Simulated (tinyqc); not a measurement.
# Thickness from two neighbouring fringes

Question. At normal incidence a transparent film with an index between those of air and substrate, taken as constant, has reflectance minima at 2 n1 d = (m + 1/2) lam (small phase shifts at the substrate neglected). Find d and the order m of the shorter wavelength.

Parameters, values chosen for the exercise:
```
symbol  value  unit                        meaning
n1      1.648        index of the transparent film
```

wavelengths of two neighbouring reflectance minima (nm): [468, 553.09091]

Answer. Neighbouring orders differ by one: 2 n1 d (1/lam1 - 1/lam2) = 1.

d = 922.9 nm
m = 6

tinyqc, about 0.01 s, one thread, Intel Xeon 2.30GHz (shared host): `OMP_NUM_THREADS=1 python tinyqc.py 2870119 2870120 out.jsonl`
